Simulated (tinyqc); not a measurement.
Schottky barrier with interface states (Cowley-Sze model), image lowering and contact resistance: one step, computed by the program tinyqc.

An n-type semiconductor under a metal. The barrier lies between the Schottky-Mott limit phi_M - chi and the Bardeen limit E_g - E_n, E_n being the neutrality level of the interface states; the space-charge term of the full Cowley-Sze expression is left out.

Task: Depletion layer and image lowering under reverse bias. N_c = 2 M_c (2 pi m_e k_B T/h^2)^(3/2); xi = E_c - E_F solves N = N_c F_1/2(-xi/k_B T) (bisection; full ionisation). F_1/2(eta) = (2/sqrt(pi)) int_0^infinity sqrt(x)/(1 + exp(x - eta)) dx, by the trapezoid rule in t = sqrt(x) with step 0.02 up to t = 12 (for eta < -12 by exp(eta) - exp(2 eta)/2^(3/2)). V_bi = phi_B - xi; W = sqrt(2 eps_s eps_0 (V_bi + V_r - k_B T/e)/(e N)); field at the metal E_m = e N W/(eps_s eps_0); image lowering sqrt(e E_m/(4 pi eps_s eps_0)).

Inputs (values chosen for the exercise, with gap, mass and screening modelled on GaN):
```
quantity                     value   unit
dielectric constant eps_s     9.68      -
electron mass m_e            0.199    m_0
valleys M_c                      1      -
donor density N            1.8e+16  cm^-3
temperature T                  200      K
reverse bias V_r               1.4      V
```

Pinning factor from: interface states.

barrier phi_B = 0.8404969 eV

Constants: k_B = 8.617333262e-05 eV/K; m_0 = 9.1093837015e-31 kg; k_B = 1.380649e-23 J/K; h = 6.62607015e-34 J s; eps_0 = 8.8541878128e-12 F/m; e = 1.602176634e-19 C.

Give: N_c; xi; built-in voltage V_bi; depletion width W; field E_m; image lowering.

Result:

N_c = 1.2126e+18 cm^-3

xi = 0.072470 eV

built-in voltage V_bi = 0.76803 V

depletion width W = 357.55 nm

field E_m = 1.2031e+05 V/cm

image lowering = 0.042304 eV
